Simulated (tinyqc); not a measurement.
Pariser-Parr-Pople SCF with singles CI, for the molecule Fc1cccc2ocnc12 (SMILES; centres numbered as the heavy atoms are written), step by step. One step of it, computed by the program tinyqc.

Question. Singles CI, singlets. Over the 4 single excitations with the smallest orbital gaps: A = (e_a - e_i) delta + 2 (ia|jb) - (ij|ab), with (pq|rs) = sum c_mp c_mq gamma_mn c_nr c_ns. f = 2/3 w |mu|^2 in atomic units, mu = sqrt2 sum c_ia sum_m c_mi c_ma R_m.

orbital energies (eV): -18.072610  -15.693718  -12.594536  -11.827974  -9.807176  -9.325277  -1.651176  -0.706325  0.010703  2.145646

coefficients:
```
          MO1        MO2        MO3        MO4        MO5        MO6        MO7        MO8
1F   0.970136  -0.062750  -0.147111   0.005030  -0.065229  -0.128190  -0.068036   0.060669
2C   0.222811   0.061281   0.360630  -0.015726   0.242679   0.495878   0.397842  -0.372747
3C   0.058302   0.035264   0.363414  -0.234667   0.551925   0.137837  -0.060750   0.547700
4C   0.017032   0.052872   0.331998  -0.385591   0.278151  -0.403176  -0.357672  -0.204988
5C   0.008312   0.131670   0.280462  -0.385651  -0.276047  -0.447444   0.335185  -0.311304
6C   0.023187   0.357941   0.191678  -0.237973  -0.536751   0.091825   0.098115   0.562595
7O   0.017037   0.790163  -0.415012  -0.185831   0.175707   0.156030  -0.230288  -0.195341
8C   0.010469   0.355744  -0.018709   0.367259   0.265169  -0.334269   0.605450   0.136797
9N   0.022360   0.228826   0.341053   0.614624   0.006975  -0.302336  -0.352328   0.023735
10C  0.063209   0.198839   0.449122   0.208436  -0.298871   0.346405  -0.199398  -0.211011

           MO9       MO10
1F    0.027143   0.059140
2C   -0.177400  -0.427576
3C   -0.202868   0.373868
4C    0.458505  -0.343388
5C   -0.389539   0.343220
6C    0.061894  -0.389186
7O   -0.131368   0.070131
8C    0.408144   0.064743
9N   -0.442854  -0.201955
10C   0.425300   0.486648
```

repulsion gamma_rs (eV):
```
            1F         2C         3C         4C         5C         6C         7O         8C
1F   21.400000   6.300605   4.350091   3.137624   2.831562   3.137293   2.688819   2.735300
2C    6.300605  11.130000   5.344886   3.872280   3.517481   3.872017   3.219720   2.914971
3C    4.350091   5.344886  11.130000   5.345294   3.872017   3.516757   2.844247   2.429641
4C    3.137624   3.872280   5.345294  11.130000   5.345697   3.871896   3.087438   2.429751
5C    2.831562   3.517481   3.872017   5.345697  11.130000   5.344886   4.184996   2.914656
6C    3.137293   3.872017   3.516757   3.871896   5.344886  11.130000   6.309110   4.046033
7O    2.688819   3.219720   2.844247   3.087438   4.184996   6.309110  21.500000   6.307385
8C    2.735300   2.914971   2.429641   2.429751   2.914656   4.046033   6.307385  11.130000
9N    3.695785   3.802331   2.873644   2.662083   2.987774   4.120059   4.618087   5.476428
10C   4.349759   5.345697   3.871896   3.517484   3.872280   5.345294   4.574286   4.046006

            9N        10C
1F    3.695785   4.349759
2C    3.802331   5.345697
3C    2.873644   3.871896
4C    2.662083   3.517484
5C    2.987774   3.872280
6C    4.120059   5.345294
7O    4.618087   4.574286
8C    5.476428   4.046006
9N   12.300000   5.476092
10C   5.476092  11.130000
```

Centres (angstrom, eV; a flat drawing with bonds scaled to 1.40 angstrom):

| centre | x | y | core charge z | W | gamma_rr |
|---|---|---|---|---|---|
| 1F | -1.512000 | 2.186000 | 2 | 39.000000 | 21.400000 |
| 2C | -1.123000 | 0.841000 | 1 | 11.160000 | 11.130000 |
| 3C | -2.094000 | -0.168000 | 1 | 11.160000 | 11.130000 |
| 4C | -1.705000 | -1.513000 | 1 | 11.160000 | 11.130000 |
| 5C | -0.346000 | -1.849000 | 1 | 11.160000 | 11.130000 |
| 6C | 0.625000 | -0.840000 | 1 | 11.160000 | 11.130000 |
| 7O | 2.024000 | -0.886000 | 2 | 33.000000 | 21.500000 |
| 8C | 2.500000 | 0.431000 | 1 | 11.160000 | 11.130000 |
| 9N | 1.395000 | 1.291000 | 1 | 14.100000 | 12.300000 |
| 10C | 0.236000 | 0.505000 | 1 | 11.160000 | 11.130000 |

Give: singlet CI matrix; singlet excitation energies; oscillator strengths.

Answer.

singlet CI matrix (eV):
```
         6>7      5>7      6>8     5>8
6>7   4.9402   0.0189  -0.1520  0.3753
5>7   0.0189   4.9285  -0.6698  0.0673
6>8  -0.1520  -0.6698   5.2511  0.0753
5>8   0.3753   0.0673   0.0753  6.1341
```

singlet excitation energies (eV): 4.3739  4.8382  5.7959  6.2460

oscillator strengths: 0.0077  0.4799  1.0179  0.7491
